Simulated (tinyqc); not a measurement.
# Via and link resistance from two via chains

Inverse problem. A chain of 2000 vias joined by 2000 metal links has R = 2000 (Rv + Rlink), with Rlink proportional to the link length. Find Rv, Rlink for length L, and the value of Rv that the short chain would give if the links were ignored.

resistance of chains of 2000 links with link lengths L and 3 L (ohm): [40600, 49800]

Solution. R per link is a straight line in the link length; its intercept at zero length is Rv.

Rv = 18.0 ohm
Rlink = 2.30 ohm
Rv without correction = 20.3 ohm

Computed by the program tinyqc: `OMP_NUM_THREADS=1 python tinyqc.py 2750082 2750083 out.jsonl`, one thread of a shared Intel Xeon 2.30GHz, about 0.01 s for the whole run.
